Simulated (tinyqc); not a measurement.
CMOS latch-up, two-transistor model: course of the iteration: response to the injected current, once round the loop per iteration.

A parasitic pnp (emitter at Vdd, base shunted by Rw) and npn (emitter at ground, base shunted by Rs) feed each other: the npn collector current flows out of the pnp base node, the pnp collector current into the npn base node. Forward-active transistors with constant gains: Icn = Isn exp(Vn/Vt), Icp = Isp (exp(Vp/Vt) - 1). A current Ii is injected into the npn base node.

Icn = Isn exp(Vn/Vt); Vp solves Vp/Rw + Icp/bp = Icn; Vn(new) solves Vn/Rs + (Isn/bn) exp(Vn/Vt) = Icp + Ii.

Stop when Vn changes by less than 1e-9 V, or after 150 iterations. Vn must stay below 1.1 V.

Parameters, values chosen for the exercise; values close to those of bulk CMOS: temperature T = 293 K; current gain of the npn bn = 15.1; current gain of the pnp bp = 4.5; saturation current of the npn at T Isn = 1.3e-15 A; saturation current of the pnp at T Isp = 1.3e-16 A; substrate resistance shunting the npn Rs = 94 ohm; well resistance shunting the pnp Rw = 3300 ohm; current injected into the substrate Ii = 4.31 mA.

Constants: q = 1.602176634e-19 C, kB = 1.380649e-23 J/K, Vt = kB T/q. Results are converted to the units shown.

Vn at the start = 0.5 V

Course of the iteration:
```
iteration,Vn (V),|change| (V)
1,0.405140,0.0949
2,0.405140,< 1e-14
```

Did this iteration meet its convergence test, and what does its course show?

Yes. Converged in 2 iterations. An off state exists, since Ii is below the trigger current, the largest Ii that the node equations allow, 6.915 mA.

Numbers from tinyqc (`OMP_NUM_THREADS=1 python tinyqc.py 2670118 2670119 out.jsonl`; about 0.07 s on one thread of a shared Intel Xeon 2.30GHz).
